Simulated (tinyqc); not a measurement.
Capillary instabilities by surface diffusion: grooving and agglomeration of films, edge retraction, wire break-up and smoothing of roughness: one step, computed by the program tinyqc. Command: `OMP_NUM_THREADS=1 python tinyqc.py 3029199 3029200 out.jsonl dewet walk`. One thread of a shared host (Intel(R) Xeon(R) Processor @ 2.30GHz), about 0.01 s of CPU time with the checks.

Isotropic surface energy; shapes change by surface diffusion alone.

Question. Retraction of a straight edge. A rim shaped as a circular segment with contact angle theta holds the area h x; its radius r obeys r^2 (theta - sin theta cos theta) = h x. To advance, the edge must carry a strip of the rim height H = r (1 - cos theta) over the rim, driven by the curvature 1/r over the distance r theta (the scaling argument of Brandon and Bradshaw): H dx/dt = B/(theta r^2) gives x^(5/2) = (5/2) B t c^(3/2)/(theta (1 - cos theta) h^(3/2)), c = theta - sin theta cos theta.

Inputs (values chosen for the exercise, of the order of those of a cobalt film): contact angle on the substrate theta = 70 degrees; temperature T = 944 K; time t = 38 s; film thickness h = 34 nm.

B = 587390.0 nm^4/s

Give: retraction x; rim height H; present speed.

Answer.

retraction x = 155.00 nm

rim height H = 50.341 nm

present speed = 1.6316 nm/s

The rim is 1.5 times the film thickness. x goes as t^(2/5) h^(-3/5): thin films retract faster. Caution: the rim is not yet high against the film, as the scaling law assumes.
